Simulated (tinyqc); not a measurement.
Worked calculation: lattice vibrations of a chain. One step of it, computed by the program tinyqc.

Problem. Frequencies. omega^2 are the eigenvalues; wavenumber = 521.4708 sqrt(eigenvalue) 1/cm.

D(q) (eV/(angstrom^2 u)):
```
[[0.311175, -0.159934, 0.152634+0.019282i],
 [-0.159934, 0.324778, -0.161611],
 [0.152634-0.019282i, -0.161611, 0.314869]]
```

Give: eigenvalues; wavenumbers; weights |e|^2 of the mass-weighted modes.

Solution.

eigenvalues: [0.1470, 0.1700, 0.6338]

wavenumbers (1/cm): [199.9, 215.0, 415.1]

weights |e|^2 of the mass-weighted modes, order atom 1, atom 2, atom 3:
```
[[0.3319, 0.3473, 0.3208],
 [0.3467, 0.3024, 0.3509],
 [0.3214, 0.3503, 0.3283]]
```
